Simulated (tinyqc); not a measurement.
Input admittance of a MOSFET at zero drain bias: distributed channel and distributed gate: two steps of the calculation.

Source and drain grounded, strong inversion, w = 2 pi f, Cox = eps0 eox/tox. The channel is an RC line of resistance 1/(mu Cox Vo) per square fed from both ends, so one finger has the intrinsic admittance y = i w Cox L tanh(g)/g per width, g = (1/2) sqrt(i w tau), tau = L^2/(mu Vo). The vertical resistance rv/L is in series with y, the overlaps 2 i w Cov in parallel: y_t = 1/(1/y + rv/L) + 2 i w Cov. The gate strip is a line of Rsh/L per length loaded by y_t, so a finger has Y = y_t Wf tanh(k)/k, k = (Wf/sd) sqrt(y_t Rsh/L); the device has Nf Y.

Values chosen for this exercise; values of the order met in silicon radio-frequency transistors:

| symbol | value | unit | meaning |
|---|---|---|---|
| eox | 3.9 |  | relative permittivity of the gate insulator (close to silicon dioxide) |
| tox | 4.8 | nm | insulator thickness |
| L | 0.15 | um | channel length |
| Wf | 3 | um | finger width |
| Nf | 32 |  | number of fingers |
| mu | 190 | cm^2/(V s) | channel mobility |
| Vo | 0.33 | V | gate overdrive |
| Rsh | 24 | ohm/square | sheet resistance of the gate |
| rv | 7.7 | ohm um^2 | vertical resistivity of the gate stack |
| sd | 2 |  | number of ends at which a finger is contacted |
| Cov | 0.38 | fF/um | overlap and fringe capacitance on each side |
| f | 30 | GHz | frequency |

Constants: eps0 = 8.8541878128e-14 F/cm where lengths are in cm. Results are converted to the units shown.

Problem 1. Low-frequency resistances and capacitance. Low-frequency limits, with c = Cox L and ct = c + 2 Cov: R_strip = Rsh Wf/(3 sd^2 L Nf), R_ch = (c/ct)^2 L/(12 mu Cox Vo Wf Nf), R_vert = (c/ct)^2 rv/(L Wf Nf), C = ct Wf Nf.

Wanted: parts; sum; C; 1/(2 pi R C).

Solution 1.

parts (ohm): strip 1.2500, channel 0.99383, vertical 0.18410
sum = 2.4279 ohm
C = 176.55 fF
1/(2 pi R C) = 371.28 GHz

The strip term is the largest, 51.5 % of the sum.

Problem 2. Admittance of the channel and stack per width. tau, g, c = Cox L, y and y_t as defined.

Wanted: tau; g; c; y; y_t.

Solution 2.

tau = 3.5885 ps
g = 0.29078+0.29078i
c = 1.0791 fF/um
y = 11.41+202.63i uS/um
y_t = 13.51+345.63i uS/um

w tau = 0.676, and Im y is 0.996 of w c.

tinyqc, about 0.01 s, one thread, Intel Xeon 2.30GHz (shared host): `OMP_NUM_THREADS=1 python tinyqc.py 2262063 2262064 out.jsonl`
